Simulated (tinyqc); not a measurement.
Inside a calculation. Method: harmonic frequencies on the RHF/sto-6g surface (energies and gradients from PySCF), for BeH2, spin multiplicity 1. One step of it, computed by the program tinyqc.

Question. One row of the Hessian: 3Hy. Displace 3Hy by +/-0.005 bohr; H(k, :) = (g(+) - g(-)) / (2 delta).

optimised positions (bohr):
```
,x,y,z
1Be,0.008819,-0.021449,0.177001
2H,0.028183,2.404433,0.239851
3H,-0.010546,-2.447235,0.114160
```

gradient at +delta (hartree/bohr):
```
,x,y,z
1Be,-0.00000904,-0.00123963,-0.00002953
2H,-0.00000025,0.00002372,-0.00000071
3H,0.00000929,0.00121592,0.00003024
```

gradient at -delta (hartree/bohr):
```
,x,y,z
1Be,0.00000859,0.00118182,0.00002766
2H,0.00000045,0.00000390,0.00000155
3H,-0.00000903,-0.00118572,-0.00002921
```

Give: row of the Hessian.

Answer.

row of the Hessian (hartree/bohr^2): 1Bex -0.00176, 1Bey -0.24215, 1Bez -0.00572, 2Hx -0.00007, 2Hy 0.00198, 2Hz -0.00023, 3Hx 0.00183, 3Hy 0.24016, 3Hz 0.00594
